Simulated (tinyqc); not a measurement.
# A spin-degenerate level with charging energy between two leads, rate equations, step by step

tinyqc, about 0.01 s, one thread, Intel Xeon 2.30GHz (shared host): `OMP_NUM_THREADS=1 python tinyqc.py 2780021 2780022 out.jsonl` Printed values are rounded.

States 0, up, down and 2 with energies 0, e1 - Ez/2, e1 + Ez/2 and 2 e1 + U. mu_L = +V/2, mu_R = -V/2 (meV), f(x) = 1/(1 + exp(x/kB T)). A transition that adds one electron of given spin at the energy E has the rate G f(E - mu) from each lead, and its reverse G [1 - f(E - mu)]. I counts electrons leaving the left lead, times q.

Inputs (values chosen for the exercise):
```
symbol  value  unit                                 meaning
U          11   meV  charging energy of the second electron
e1       1.39   meV                                   level
GL        4.2  1/ns            tunnel rate to the left lead
GR       0.46  1/ns           tunnel rate to the right lead
T         6.4     K                             temperature
V          17    mV                                    bias
Ez          0   meV                        Zeeman splitting
dt      0.089    ns                               time step
```

Constants: q = 1.602176634e-19 C, kB = 1.380649e-23 J/K, Vt = kB T/q. Results are converted to the units shown.

Range of the model: Rate equations need hbar G well below kB T; cotunnelling and the Kondo effect are left out.

## Transition energies and Fermi factors

Transition energies: 0-up e1 - Ez/2, 0-down e1 + Ez/2, up-2 e1 + U + Ez/2, down-2 e1 + U - Ez/2.

| transition | E (meV) | fL | fR (1e-8) |
|---|---|---|---|
| 0-up | 1.3900 | 0.999997 | 1.62918 |
| 0-down | 1.3900 | 0.999997 | 1.62918 |
| up-2 | 12.3900 | 0.000864 | 0.00000 |
| down-2 | 12.3900 | 0.000864 | 0.00000 |

## Rate matrix

dp/dt = W p; W_ji is the rate from state i to j, and each column sums to zero.

W (1/ns):

|  | 0 | up | down | 2 |
|---|---|---|---|---|
| 0 | -8.39998 | 0.46001 | 0.46001 | 0.00000 |
| up | 4.19999 | -0.46364 | 0.00000 | 4.65637 |
| down | 4.19999 | 0.00000 | -0.46364 | 4.65637 |
| 2 | 0.00000 | 0.00363 | 0.00363 | -9.31274 |

## Steady state and current

Steady state: W p = 0 with sum p = 1. I = q GL sum over transitions i-j of [fL p_i - (1 - fL) p_j].

p: 0 0.051901, up 0.473865, down 0.473865, 2 0.000369
mean number of electrons = 0.948468
I = 69.9022 pA

In units of q GL GR/(GL + GR) = 66.4 pA the current is 1.05; two independent spin channels fully inside the bias window would give 2.

## Step 1: time step

p at the start: 0 1, up 0, down 0, 2 0

Explicit Euler step: p(new) = p + dt W p.

p after step 1: 0 0.252402, up 0.373799, down 0.373799, 2 0.000000

## Step 2: time step

As before.

p after step 2: 0 0.094314, up 0.452722, down 0.452722, 2 0.000241

## Relaxation from the empty dot

Stop when no probability changes by more than 1e-8 in a step, or after 400 steps.

Course of the iteration:

| step | p(0) | p(up) | p(down) | p(2) / 1e-4 | largest change |
|---|---|---|---|---|---|
| 1 | 0.252402 | 0.373799 | 0.373799 | 0.00000 | 0.748 |
| 2 | 0.094314 | 0.452722 | 0.452722 | 2.41375 | 0.158 |
| 3 | 0.060875 | 0.469396 | 0.469396 | 3.33653 | 0.0334 |
| 4 | 0.053800 | 0.472920 | 0.472920 | 3.60215 | 7.07e-3 |
| 5 | 0.052303 | 0.473665 | 0.473665 | 3.67037 | 1.50e-3 |
| 6 | 0.051986 | 0.473823 | 0.473823 | 3.68686 | 3.17e-4 |
| 7 | 0.051919 | 0.473856 | 0.473856 | 3.69070 | 6.71e-5 |
| 8 | 0.051905 | 0.473863 | 0.473863 | 3.69157 | 1.42e-5 |
| 9 | 0.051902 | 0.473865 | 0.473865 | 3.69177 | 3.01e-6 |
| 10 | 0.051901 | 0.473865 | 0.473865 | 3.69181 | 6.36e-7 |
| 11 | 0.051901 | 0.473865 | 0.473865 | 3.69182 | 1.35e-7 |
| 12 | 0.051901 | 0.473865 | 0.473865 | 3.69182 | 2.85e-8 |
| 13 | 0.051901 | 0.473865 | 0.473865 | 3.69182 | 6.04e-9 |

The steps settle after 13 steps (1.16 ns) on the steady state above. The decay rates of W are 0.464, 8.86 and 9.32 1/ns; stability needs dt below 2 over the largest, 0.215 ns.
